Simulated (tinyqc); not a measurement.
## Hot electrons in a saturated n-channel MOSFET, lucky-electron model: effect of the resistance of the lightly doped drain

Beyond pinch-off the lateral field grows as Esat cosh(y/l) over the velocity-saturated region (pseudo-two-dimensional model). Impact ionisation in this region gives the substrate current, which biases the body forward through Rsub. Currents are per width. Local-field laws: they overstate ionisation when the field peak is narrower than an energy relaxation length.

Cox = 3.9 eps0/tox, l = sqrt(3 tox xj), Esat = 2 vs/mu. Overdrive g = Vg - VT + kb Vb; Vdsat = g Esat L/(g + Esat L); Id = Cox vs (g - Vdsat); dV = Vd - Id Rd - Vdsat; Em = sqrt((dV/l)^2 + Esat^2); Isub = Id (Ai/Bi) l Em exp(-Bi/Em). Vb = Rsub Isub is solved self-consistently. Lifetime tau = (Hl/Id)(Isub/Id)^(-m); 1 year = 3.15576e7 s.

Parameters, values chosen for the exercise; values close to those of silicon n-channel devices: channel length L = 0.8 um; oxide thickness tox = 17 nm; junction depth xj = 320 nm; threshold VT = 0.43 V; effective mobility mu = 330 cm^2/(V s); saturation velocity vs = 8.8e6 cm/s; ionisation prefactor Ai = 2e6 1/cm; ionisation field Bi = 1.64 MV/cm; substrate resistance Rsub = 3400 ohm um; fall of VT per volt of forward body bias kb = 0.23; lifetime exponent m = 3.1; lifetime constant Hl = 6600 s uA/um; drain voltage Vd = 4.1 V; gate voltage Vg = 1.7 V.

Constants: eps0 = 8.8541878128e-14 F/cm where lengths are in cm. Results are converted to the units shown.

Result of one run:

| Id (uA/um) | Em (MV/cm) | Isub (uA/um) | Isub/Id | tau (years) |
|---|---|---|---|---|
| 52.088 | 0.24888 | 0.27763 | 0.0053300 | 44.756 |

Which resistance of the lightly doped drain Rd gave this result: 150, 300, 1200 or 1600 ohm um?

Rd = 300 ohm um.

The whole series:

| Rd (ohm um) | Id (uA/um) | Em (MV/cm) | Isub (uA/um) | Isub/Id | tau (years) |
|---|---|---|---|---|---|
| 0 | 52.089 | 0.25007 | 0.28788 | 0.0055268 | 39.997 |
| 150 | 52.088 | 0.24948 | 0.28272 | 0.0054277 | 42.305 |
| 300 | 52.088 | 0.24888 | 0.27763 | 0.0053300 | 44.756 |
| 500 | 52.088 | 0.24808 | 0.27095 | 0.0052017 | 48.266 |
| 800 | 52.087 | 0.24689 | 0.26115 | 0.0050138 | 54.099 |
| 1200 | 52.086 | 0.24530 | 0.24852 | 0.0047713 | 63.086 |
| 1600 | 52.086 | 0.24371 | 0.23636 | 0.0045379 | 73.700 |

As Rd goes from 0 to 1600 ohm um, Em falls from 0.250 to 0.244 MV/cm, Isub falls from 0.288 to 0.236 uA/um and tau rises from 40.0 to 73.7 years. From the first row to the last, log10(tau) changes by 0.27: 0.27 from (Isub/Id)^(-m), which holds Em and l, and under 0.005 from 1/Id. The price is 0.0833 V dropped over Rd in the last row.

tinyqc, about 0.01 s, one thread, Intel Xeon 2.30GHz (shared host): `OMP_NUM_THREADS=1 python tinyqc.py 2550159 2550160 out.jsonl`
